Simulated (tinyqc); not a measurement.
# Single-electron transistor, orthodox theory and master equation: what changes with what

A metal island with n extra electrons joins the left lead (voltage V) and the right lead (0 V) by tunnel junctions and couples to a gate. Cs = CL + CR + Cg. Adding electron n + 1 costs mu(n) = [q (n + 1/2) - CL V - Cg Vg]/Cs (in volts); the Fermi levels are -V (left) and 0 (right). A jump that gains the energy W has the rate G(W) = (W/q)/(R [1 - exp(-W/Vt)]), W in volts, Vt = kB T/q. Sequential tunnelling only; I > 0 flows from left to right.

Parameters, values chosen for the exercise:
```
symbol  value  unit                            meaning
CL       0.42    aF   capacitance of the left junction
CR       0.83    aF  capacitance of the right junction
Cg       0.35    aF                   gate capacitance
RL        220  kohm    resistance of the left junction
RR        220  kohm   resistance of the right junction
T          30     K                        temperature
Vg        310    mV                       gate voltage
```

Constants: q = 1.602176634e-19 C, kB = 1.380649e-23 J/K, Vt = kB T/q. Results are converted to the units shown.

Each table varies one quantity; the others keep the values above.

## The Coulomb oscillation

Here V = 24 mV. Onto the island: from the left W = -V - mu(n), from the right W = -mu(n); off the island (n + 1 to n): to the left W = mu(n) + V, to the right W = mu(n). Steady state: p(n + 1)/p(n) = (sum of on rates)/(sum of off rates), normalised. I = q sum_n [p(n + 1) (off to left) - p(n) (on from left)]. Enough charge states are kept that the digits shown do not change.

The Coulomb oscillation:

| Vg (mV) | I (nA) | mean n |
|---|---|---|
| 0 | 3.466e-4 | 0.000 |
| 45.8 | 2.161e-4 | 0.000 |
| 91.6 | 0.007431 | 0.000 |
| 137 | 0.2213 | 0.001 |
| 183 | 4.299 | 0.034 |
| 229 | 22.07 | 0.275 |
| 275 | 24.07 | 0.676 |
| 320 | 6.118 | 0.949 |
| 366 | 0.3606 | 0.998 |
| 412 | 0.01203 | 1.000 |
| 458 | 3.404e-4 | 1.000 |
| 504 | 2.230e-4 | 1.000 |
| 549 | 0.007225 | 1.000 |
| 595 | 0.2251 | 1.001 |

What does the table show?

I is largest, 24.1 nA, at Vg = 275 mV and smallest, 2.16e-4 nA, at 45.8 mV among the rows; the pattern repeats every q/Cg = 458 mV. At zero temperature current flows while mu(0) lies between -V and 0, for Vg from 200 to 310 mV; the mean n moves from 0.00 to 1.00 over the table.

## Current against bias

Same model as above.

Current against bias:

| V (mV) | I (nA) | mean n | states above 1 % | I (RL + RR)/V |
|---|---|---|---|---|
| 10 | 0.55715 | 0.99361 | 1 | 0.024515 |
| 38.4 | 35.095 | 0.72250 | 2 | 0.40213 |
| 66.8 | 75.669 | 0.52814 | 2 | 0.49842 |
| 95.1 | 106.95 | 0.44909 | 2 | 0.49482 |
| 124 | 135.89 | 0.40560 | 2 | 0.48218 |
| 152 | 164.10 | 0.37564 | 2 | 0.47502 |
| 180 | 219.40 | 0.28683 | 3 | 0.53632 |
| 209 | 284.03 | 0.18508 | 3 | 0.59795 |
| 237 | 340.86 | 0.10585 | 3 | 0.63283 |
| 265 | 393.43 | 0.04087 | 3 | 0.65324 |
| 294 | 446.28 | -0.01755 | 3 | 0.66790 |
| 322 | 508.97 | -0.09072 | 4 | 0.69549 |
| 350 | 574.50 | -0.16168 | 4 | 0.72223 |

Read the table: what changes, and by how much?

At zero temperature the blockade would end at V = 24.1 mV. The ratio I (RL + RR)/V moves up and down between 0.0245 and 0.722. Over the second half of the table the slope between rows varies from 0.802 to 1.03 times 1/(RL + RR).

Range of the model: Cotunnelling, which dominates deep in the blockade, is left out.

Computed by the program tinyqc: `OMP_NUM_THREADS=1 python tinyqc.py 2780032 2780033 out.jsonl`, one thread of a shared Intel Xeon 2.30GHz, about 0.01 s for the whole run.
